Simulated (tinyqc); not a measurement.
Changing the diffusion length L: surface photovoltage measurement of the minority-carrier diffusion length in a wafer. Computed by tinyqc, a small Python program. Command: `OMP_NUM_THREADS=1 python tinyqc.py 3130362 3130363 out.jsonl spv sweep`. One thread of a shared host (Intel(R) Xeon(R) Processor @ 2.30GHz), about 0.02 s of CPU time with the checks.

Low injection, steady light, a depletion layer much thinner than 1/alpha and L. The excess density dn is taken at the front edge of the neutral region; light that reaches the back is lost.

Inputs (values chosen for the exercise, modelled on p-type silicon at room temperature):
```
quantity                                             value        unit
wafer thickness W                                      625  micrometre
diffusivity D                                         26.8      cm^2/s
front recombination velocity S_f                       130        cm/s
back recombination velocity S_b                       3600        cm/s
photon flux entering                               2.9e+11  1/(cm^2 s)
minority density at the surface barrier scale n_0  2.6e+08      1/cm^3
temperature T                                          298           K
wavelength                                             905          nm
relative noise of each reading                           0           %
```

normal deviates g for the noise: -0.24  -0.58  -0.63  -1.15  1.71  -0.55  -0.98

Constants: k_B = 8.617333262e-05 eV/K.

Method:
- alpha = (84.732/lambda - 76.417)^2 per cm with lambda in micrometre (an empirical fit for silicon between 0.7 and 1.05 micrometre).
- Thick wafer: dn = Phi L/((S_f + D/L)(L + 1/alpha)). Finite wafer, with s = S_b L/D, w = W/L, a = alpha L: dn = [Phi a/(a^2 - 1)] [a - B - exp(-alpha W)(a - s)/(cosh w + s sinh w)]/(S_f + B D/L), B = (sinh w + s cosh w)/(cosh w + s sinh w).
- Photovoltage V = (k_B T/e) ln(1 + dn/n_0). Lifetime = L^2/D.
- Readings y = (Phi/dn) (1 + noise x g) at 780, 830, 880, 920, 950, 975 and 995 nm; a least-squares line y = c (1/alpha + L_app) gives L_app = intercept/slope.

One run for each value; columns: (1) diffusion length L (micrometre); (2) apparent length L_app (micrometre); (3) error of L_app (rounded to 0.001) (%); (4) dn, finite wafer (1/cm^3); (5) B:
```
(1)     (2)         (3)        (4)    (5)
8       8.0           0  1.652e+06  1.000
15     15.0           0  4.957e+06  1.000
29     29.0           0  1.430e+07  1.000
54     54.0           0  3.503e+07  1.000
100   100.0  -6.000e-03  7.715e+07  1.000
190   188.8  -6.080e-01  1.596e+08  1.001
370   335.7  -9.267e+00  2.979e+08  1.046
700   465.9  -3.344e+01  4.302e+08  1.313
1300  530.0  -5.923e+01  5.003e+08  2.034
2500  553.6  -7.786e+01  5.270e+08  3.667
```

Over the rows, apparent length L_app (micrometre) rises from 8.00 to 554 (exponent d ln y / d ln x 1.0 between the first rows and 0.067 between the last); error of L_app (rounded to 0.001) (%) falls from 0 to -77.9, flat over part of the range; dn, finite wafer (1/cm^3) rises from 1.65e6 to 5.27e8 (exponent d ln y / d ln x 1.7 between the first rows and 0.080 between the last).

Extremes, crossings and ranges named in words are read from the listed rows.
